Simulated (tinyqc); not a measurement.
Transfer length from front and end resistance.

Inverse problem. A contact of length d and width W has Rc = (Rsh Lt/W) coth(d/Lt) and Re = (Rsh Lt/W)/sinh(d/Lt), with Rsh the sheet resistance under the metal and Lt = sqrt(rc/Rsh). Find Lt, Rsh and rc.

Values chosen for this exercise:
- d = 0.58 um (contact length)
- W = 2.7 um (contact width)

Rc = 230.86901 ohm
Re = 117.44925 ohm

Solution. Rc/Re = cosh(d/Lt) gives Lt, and Re then gives Rsh.

Lt = 0.4472 um
Rsh = 1200 ohm/sq
rc = 2.400e-6 ohm cm^2

Program tinyqc, `OMP_NUM_THREADS=1 python tinyqc.py 2760159 2760160 out.jsonl`; Intel Xeon 2.30GHz, shared host, one thread, about 0.01 s.
